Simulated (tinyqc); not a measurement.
Inside a calculation. Model: Schottky barrier on an n-type semiconductor, non-linear Poisson equation by Newton steps.

Program tinyqc, `OMP_NUM_THREADS=1 python tinyqc.py 2020168 2020169 out.jsonl`; Intel Xeon 2.30GHz, shared host, one thread, about 0.1 s. Printed values are rounded; ~0 in a residual or rate marks an entry under 1e-11 of the largest of its column.

One dimension, metal at x = 0, donor density C(x) = Nd, uniform. Energies are counted from the electron Fermi level of the semiconductor and the conduction-band edge is Ec = -psi, so n = Nc exp(psi/Vt); holes follow the Fermi level of the metal, at -V, so p = Nv exp((V - psi - Eg)/Vt). Ends: psi(0) = V - phiB and psi = Vt ln(Nd/Nc) deep inside. Boltzmann statistics, full ionisation, no current, no image force in the Poisson equation.

Values chosen for this exercise; band and dielectric values close to those of cadmium telluride: temperature T = 250 K; band gap Eg = 1.5 eV; relative permittivity eps_r = 10.2; conduction-band density of states at T Nc = 5.99e17 cm^-3; valence-band density of states at T Nv = 1.39e19 cm^-3; donor density deep in the semiconductor Nd = 1.3e17 cm^-3; barrier height phiB = 0.99 eV; bias of the metal against the semiconductor V = -3.1 V.

Constants: q = 1.602176634e-19 C, kB = 1.380649e-23 J/K, Vt = kB T/q, eps0 = 8.8541878128e-14 F/cm where lengths are in cm. Results are converted to the units shown.

Range of the model: The donor density exceeds a fifth of the band density of states, where Boltzmann statistics begin to fail.

## End potentials, built-in voltage, Debye length

psi_0 = V - phiB, psi_b = Vt ln(Nd/Nc), Vbi = phiB - Vt ln(Nc/Nd), LD = sqrt(eps0 eps_r Vt/(q Nd)), W = sqrt(2 eps0 eps_r (Vbi - V)/(q Nd)), hole density at the metal p_0 = Nv exp((phiB - Eg)/Vt).

psi_0 = -4.09 V
psi_b = -0.03291233 V
Vbi = 0.9570877 V
LD = 9.665048 nm
W for uniform Nd = 187.5728 nm
p_0 = 7.275575e8 cm^-3

The hole density at the metal is 5.6e-9 times Nd, so holes hardly matter.

## Doping on the mesh

x, node 0 to 12 (nm): 0  15  31.8  50.7  72  95.8  123  153  186  224  267  314  368

C = Nd, uniform, taken at the nodes.

donor density C, node 0 to 12 (cm^-3): 1.3e17  1.3e17  1.3e17  1.3e17  1.3e17  1.3e17  1.3e17  1.3e17  1.3e17  1.3e17  1.3e17  1.3e17  1.3e17

## Couplings between neighbouring nodes

a_i = eps0 eps_r/h_i for the interval from node i to i + 1, with h_i = x_(i+1) - x_i in cm.

coupling a_i, interval 0 to 11 (F/cm^2): 6.020848e-7  5.375757e-7  4.778451e-7  4.240034e-7  3.794652e-7  3.320320e-7  3.010424e-7  2.736749e-7  2.376650e-7  2.100296e-7  1.921547e-7  1.672458e-7

## Starting potential

The parabola psi_b - (psi_b - psi_0)(1 - x/W)^2 for x < W and psi_b beyond, with psi_0 = V - phiB, psi_b = Vt ln(Nd/Nc), W = sqrt(2 eps0 eps_r (psi_b - psi_0)/(q Nd)).

psi at the start, node 0 to 12 (V): -4.090000  -3.467063  -2.830978  -2.193187  -1.573143  -1.004098  -0.513722  -0.170742  -0.033198  -0.032912  -0.032912  -0.032912  -0.032912

## Iteration 1: densities, residual and Jacobian diagonal

n_i = Nc exp(psi_i/Vt), p_i = Nv exp((V - psi_i - Eg)/Vt), rho_i = p_i - n_i + C_i, g_i = (n_i + p_i)/Vt. Box widths w_i = (h_(i-1) + h_i)/2 in cm. Residual F_i = a_i (psi_(i+1) - psi_i) - a_(i-1) (psi_i - psi_(i-1)) + q rho_i w_i; Jacobian: a_(i-1) and a_i beside the diagonal, b_i = -a_(i-1) - a_i - q g_i w_i on it. The two end nodes are fixed.

```
node     n (cm^-3)     p (cm^-3)
0     2.121562e-65    7.275575e8
1     7.665014e-53   2.013771e-4
2     5.098288e-40  3.027601e-17
3     3.670536e-27  4.205267e-30
4     1.159459e-14  1.331275e-42
5      0.003433158  4.496030e-54
6       2.637781e7  5.851730e-64
7      2.164800e14  7.130258e-71
8      1.282901e17  1.203178e-73
9           1.3e17  1.187352e-73
10          1.3e17  1.187352e-73
11          1.3e17  1.187352e-73
12          1.3e17  1.187352e-73
```

```
node  residual F (C/cm^2)  diagonal b (F/cm^2)
1                      ~0         -1.139660e-6
2                      ~0         -1.015421e-6
3                      ~0         -9.018484e-7
4                      ~0         -8.034686e-7
5                      ~0         -7.114972e-7
6           -1.208679e-17         -6.330744e-7
7           -1.092544e-10         -5.797887e-7
8            -3.660217e-8         -3.898371e-6
9           -6.779002e-11         -4.363273e-6
10                     ~0         -4.752826e-6
11                     ~0         -5.241788e-6
```

## Iteration 1: Newton step

Solve the tridiagonal system a_(i-1) d_(i-1) + b_i d_i + a_i d_(i+1) = -F_i for nodes 1 to 11, with d = 0 on fixed nodes. Each component d is damped to sign(d) Vt ln(1 + |d|/Vt) before it is added.

Newton step d, before damping, node 1 to 11 (V): -0.00082731  -0.00175389  -0.00279630  -0.00397108  -0.00528374  -0.00678393  -0.00843854  -0.01001578  -0.00056229  -0.00002488  -0.00000091
psi after iteration 1, node 0 to 12 (V): -4.090000  -3.467875  -2.832664  -2.195816  -1.576788  -1.008824  -0.519620  -0.177863  -0.041423  -0.033467  -0.032937  -0.032913  -0.032912

## Iteration 2: densities, residual and Jacobian diagonal

As before.

```
node     n (cm^-3)     p (cm^-3)
0     2.121562e-65    7.275575e8
1     7.381547e-53   2.091104e-4
2     4.714472e-40  3.274085e-17
3     3.248840e-27  4.751106e-30
4     9.789999e-15  1.576668e-42
5      0.002756978  5.598731e-54
6       2.006074e7  7.694421e-64
7      1.555507e14  9.923186e-71
8      8.757525e16  1.762551e-73
9      1.266933e17  1.218343e-73
10     1.298500e17  1.188724e-73
11     1.299945e17  1.187403e-73
12          1.3e17  1.187352e-73
```

```
node  residual F (C/cm^2)  diagonal b (F/cm^2)
1            1.876304e-11         -1.139660e-6
2            1.941745e-11         -1.015421e-6
3            2.002893e-11         -9.018484e-7
4            2.045222e-11         -8.034686e-7
5            2.090165e-11         -7.114972e-7
6            2.105063e-11         -6.330744e-7
7           -1.261200e-11         -5.783613e-7
8            -1.131947e-8         -2.823443e-6
9            3.663392e-10         -4.263674e-6
10           1.384202e-12         -4.747807e-6
11           2.564018e-15         -5.241581e-6
```

## Iteration 2: Newton step

As before.

Newton step d, before damping, node 1 to 11 (in units of 1e-3 V): -0.222113  -0.505784  -0.865548  -1.318234  -1.877950  -2.580577  -3.425458  -4.354354  -0.157127  -0.006669  -0.000244
psi after iteration 2, node 0 to 12 (V): -4.090000  -3.468096  -2.833164  -2.196664  -1.578067  -1.010624  -0.522057  -0.181042  -0.045389  -0.033624  -0.032944  -0.032913  -0.032912

## Course of the Newton iteration

Stop when the largest undamped |d| is below 1e-9 V, or after 80 iterations.

Course of the iteration:
```
iteration  largest |F| (C/cm^2)  largest |d| (V)  at node
1                       3.66e-8           0.0100        8
2                       1.13e-8          4.35e-3        8
3                       1.82e-9          8.19e-4        8
4                      6.32e-11          2.91e-5        8
5                      8.03e-14          3.67e-8        8
6                      1.29e-19         5.86e-14        8
```

Converged in 6 iterations. Once the step is below 0.1 Vt, 3 more iteration(s) reach the threshold: near the solution the error is roughly squared each time.

## Converged densities, field and barrier lowering

converged psi, node 0 to 12 (V): -4.090000  -3.468133  -2.833246  -2.196802  -1.578278  -1.010930  -0.522494  -0.181653  -0.046222  -0.033650  -0.032945  -0.032914  -0.032912

n and p as above; E_i = -(psi_(i+1) - psi_i)/h_i; at the metal |E_0| = |E on interval 0| + q rho_0 (h_0/2)/(eps0 eps_r), rho_0 = p_0 - n_0 + C_0; image-force lowering dphi = sqrt(q |E_0|/(4 pi eps0 eps_r)).

```
node     n (cm^-3)     p (cm^-3)
0     2.121562e-65    7.275575e8
1     7.293707e-53   2.116288e-4
2     4.588888e-40  3.363687e-17
3     3.103424e-27  4.973726e-30
4     9.135772e-15  1.689576e-42
5      0.002500161  6.173836e-54
6       1.755533e7  8.792532e-64
7      1.304545e14  1.183216e-70
8      7.008773e16  2.202323e-73
9      1.256237e17  1.228716e-73
10     1.298030e17  1.189155e-73
11     1.299928e17  1.187418e-73
12          1.3e17  1.187352e-73
```

field E, interval 0 to 11 (kV/cm): -414.5782  -377.9089  -336.7425  -290.3871  -238.3813  -179.5721  -113.6136  -41.0399  -3.3083  -0.1640  -0.0067  -0.0002
|E_0| at the metal = 431.8750 kV/cm
image-force lowering = 78.08270 mV

A mesh of about 1000 nodes or more gives |E_0| = 431.4 kV/cm; the 13-node value is 0.10 % above it.

## Check against the first integral

First integral for uniform doping: E_0^2 = (2 q/(eps0 eps_r)) [Nd (U - Vt + Vt exp(-U/Vt)) + Vt p_0], U = Vbi - V, Vbi = phiB - Vt ln(Nc/Nd), p_0 = Nv exp((phiB - Eg)/Vt) (deep holes neglected). Image-force lowering dphi = sqrt(q E_0/(4 pi eps0 eps_r)), at x_m = sqrt(q/(16 pi eps0 eps_r E_0)). Depletion approximation: E = sqrt(2 q Nd U/(eps0 eps_r)).

E_0 = 431.4381 kV/cm
dphi = 78.04320 mV
x_m = 0.9044542 nm
field in the depletion approximation = 432.5881 kV/cm

The depletion approximation is 0.27 % above the exact field. The lowering is 3.6 Vt, a factor of 37.4 in a thermionic current.
